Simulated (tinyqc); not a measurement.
Deal-Grove kinetics of thermal oxidation of silicon. Changing the oxidant pressure p. Computed by tinyqc, a small Python program. Command: `OMP_NUM_THREADS=1 python tinyqc.py 3029335 3029336 out.jsonl oxide sweep`. One thread of a shared host (Intel(R) Xeon(R) Processor @ 2.30GHz), about 0.2 s of CPU time with the checks.

Oxidant diffuses through the oxide and reacts at the interface, so that dx/dt = B/(A + 2x) for the oxide thickness x.

Inputs (values chosen for the exercise, close to those used for silicon):
```
quantity,value,unit
prefactor B0,411,um^2/h
activation energy E_B,0.773,eV
prefactor (B/A)0,9.94e+07,um/h
activation energy E_A,2.07,eV
temperature T,1125,C
pressure exponent m of B/A,1,-
initial oxide x_i,0.05,um
time t,1.1,h
```

Ambient: steam. Surface: (100).

Constants: k_B = 8.617333262e-05 eV/K.

Method:
- B = B0 p exp(-E_B/(k_B T)), B/A = (B/A)0 p^m exp(-E_A/(k_B T)), p in atm; A = B/(B/A).
- Temperatures in kelvin are T(C) + 273.15.
- tau = (x_i^2 + A x_i)/B and x = (A/2) [sqrt(1 + 4 B (t + tau)/A^2) - 1], the root of x^2 + A x = B (t + tau).
- Silicon consumed is 0.44 times the oxide grown; the rate is B/(A + 2x).

One run for each value:
```
oxidant pressure p (atm),oxide thickness x (um),length A (um),final growth rate (um/h),parabolic constant B (um^2/h)
0.05,0.1447,0.19572,0.0693,3.3609e-02
0.12,0.2347,0.19572,0.1213,8.0661e-02
0.3,0.3958,0.19572,0.2043,2.0165e-01
0.72,0.6466,0.19572,0.3250,4.8397e-01
1.7,1.0330,0.19572,0.5052,1.1427e+00
4.2,1.6706,0.19572,0.7982,2.8231e+00
10,2.6253,0.19572,1.2342,6.7217e+00
25,4.2041,0.19572,1.9531,1.6804e+01
```

Over the rows, oxide thickness x (um) rises from 0.145 to 4.20 (exponent d ln y / d ln x 0.55 between the first rows and 0.51 between the last); length A (um) does not change; final growth rate (um/h) rises from 0.0693 to 1.95 (exponent d ln y / d ln x 0.64 between the first rows and 0.50 between the last). At the high end the exponent of oxide thickness x is 0.51, close to 0.50: x = sqrt(B t) with B proportional to p. The exponent of length A stays at 0: B and B/A both scale with p. B is proportional to p and B/A to p^1, so A goes as p^0.00. The exponent of x is bounded by m in the linear regime and tends to 1/2 in the parabolic one.

Caution (rows 10.0, 25.0): films of several micrometres crack or stress the wafer in practice, which the model ignores.
